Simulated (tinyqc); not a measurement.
# Changing the thickness t

Model: domain walls in a thin film with perpendicular anisotropy: Bloch, Neel and chiral walls, motion and stripe domains. Computed by tinyqc, a small Python program. Command: `OMP_NUM_THREADS=1 python tinyqc.py 3007386 3007387 out.jsonl mwall sweep`. One thread of a shared host (Intel(R) Xeon(R) Processor @ 2.30GHz), about 0.01 s of CPU time with the checks.

One-dimensional wall: polar angle theta(x), azimuth phi of the moment in the wall (phi = 0 Neel, 90 degrees Bloch). mu_0 = 1.25663706212e-6 T m/A, gamma = 1.76085963023e11 rad/(s T).

Inputs (values chosen for the exercise, for a model film):
```
quantity,value,unit
saturation magnetisation M_s,608,kA/m
exchange stiffness A,18,pJ/m
uniaxial anisotropy K_u,323,kJ/m^3
DMI constant D,1.1,mJ/m^2
```

Method:
- K_eff = K_u - mu_0 M_s^2/2; Delta = sqrt(A/K_eff); sigma_0 = 4 sqrt(A K_eff); profile theta = 2 arctan exp(x/Delta); quality factor Q = 2 K_u/(mu_0 M_s^2).
- sigma(phi) = sigma_0 + 2 Delta K_D cos^2(phi) - pi D cos(phi), with the wall shape anisotropy K_D = N_x mu_0 M_s^2/2, N_x = t ln 2/(pi Delta). The minimum has cos(phi) = D/D_N for D < D_N = 4 Delta K_D/pi and phi = 0 beyond; sigma turns negative at D_c = (sigma_0 + 2 Delta K_D)/pi.
- Dipolar length l = sigma/(mu_0 M_s^2); for t much smaller than the period the domain width is w = 0.955 t exp(pi l/t) (Kaplan and Gehring), given as log10 of w in nm.

One run for each value:
```
thickness t (nm),D_N (mJ/m^2),wall energy sigma (mJ/m^2),log10 of the domain width in nm
0.50,0.03262,1.7074,9.7083
0.69,0.04502,1.7268,7.1694
0.97,0.06329,1.7555,5.2824
1.30,0.08482,1.7894,4.1366
1.90,0.12397,1.8509,3.1199
3.60,0.23490,2.0251,2.1885
5.00,0.32624,2.1686,1.9528
```

Give the missing row, thickness t (nm) = 2.60.

Computed row:
```
thickness t (nm)  D_N (mJ/m^2)  wall energy sigma (mJ/m^2)  log10 of the domain width in nm
2.60                   0.16965                      1.9226                           2.5668
```

Interpolating between the two neighbouring rows (the first column on a logarithmic scale, the others too where they are positive) misses most in log10 of the domain width in nm, by 2.1 %. Over the rows, D_N (mJ/m^2) rises from 0.0326 to 0.326 (exponent d ln y / d ln x about 1.0 throughout); wall energy sigma (mJ/m^2) rises from 1.71 to 2.17 (exponent d ln y / d ln x 0.035 between the first rows and 0.21 between the last); log10 of the domain width in nm falls from 9.71 to 1.95. D, K_u and M_s are held fixed; interface terms in a real film fall as 1/t.

Caution (rows 5.00): the domains are not wide against the wall, so the thin-wall formula fails.

Extremes, crossings and ranges named in words are read from the listed rows.
